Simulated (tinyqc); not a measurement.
Valley splitting plane by plane: thin (001) film in sp3s* tight binding with raised dangling bonds.

Planes alternate anion (a), cation (c) along [001], a/4 apart, starting with an anion; zero in-plane momentum; levels counted from the bulk Ev, the lower root of [[Epa, Vxx], [Vxx, Epc]]; no spin-orbit coupling. Block of s, pz, s*: from an anion to the cation above, Vss/2 (s,s), Vsapc/2 (s,z), -Vscpa/2 (z,s), Vxx/2 (z,z), Vxapc/2 (s*,z), -Vpaxc/2 (z,s*); to the cation below the same with the s-z and s*-z signs reversed. Block of u = (px + py)/sqrt2 and v = (px - py)/sqrt2: to the cation above (Vxx + Vxy)/2 for u and (Vxx - Vxy)/2 for v, to the cation below the reverse. Each surface atom has two dangling sp3 hybrids; raising both by dl adds (dl/2) [[1, t], [t, 1]] to its s, pz levels (t = -1 at the bottom face, +1 at the top) and dl to the one of u, v in whose plane the missing bonds lie (v for a bottom anion or a top cation, u for a top anion).

Parameters, chosen for this exercise (out of a larger set: near a published set for Si, fitted to gaps, whose masses and valley positions are rough; not measured data): p = (-4.212, 1.718, -4.212, 1.718, 6.637, 6.637, -8.31, 1.712, 4.601, 5.763, 5.763, 5.387, 5.387) eV (order Esa, Epa, Esc, Epc, Exa, Exc, Vss, Vxx, Vxy, Vsapc, Vscpa, Vxapc, Vpaxc); dp = 30 eV (value of dl for the passivated films); N0 = 14 (first number of planes).

edges (eV): Gamma 3.42400, Delta 1.15365

kz of the minimum = 0.72986 2 pi/a

Ten passivated films from N0 planes on; the phase is N pi k0/2 modulo pi, k0 the position of the bulk minimum.

Lowest doublet:

| N | phase/pi | mean shift (meV) | splitting (meV) |
|---|---|---|---|
| 14 | 0.109 | 122.44 | 20.721 |
| 15 | 0.474 | 107.22 | 6.711 |
| 16 | 0.839 | 95.18 | 9.571 |
| 17 | 0.204 | 85.07 | 11.428 |
| 18 | 0.569 | 76.14 | 1.150 |
| 19 | 0.934 | 68.90 | 7.516 |
| 20 | 0.299 | 62.49 | 6.217 |
| 21 | 0.663 | 56.86 | 1.182 |
| 22 | 0.028 | 52.15 | 5.596 |
| 23 | 0.393 | 47.84 | 3.147 |

What can be read from this table?

The splitting ranges from 1.15 meV (N = 18) to 20.72 meV (N = 14), while the mean shift goes from 122 to 48 meV and falls steadily. The splitting changes direction 6 times in these ten films, and one plane more changes it by up to 14.01 meV: it hangs on the phase between the two faces, which is why atomic steps matter.

Run: tinyqc, `OMP_NUM_THREADS=1 python tinyqc.py 1482552 1482553 out.jsonl`; Intel(R) Xeon(R) Processor @ 2.30GHz, one thread, shared host; about 0.4 s of CPU time with all checks.
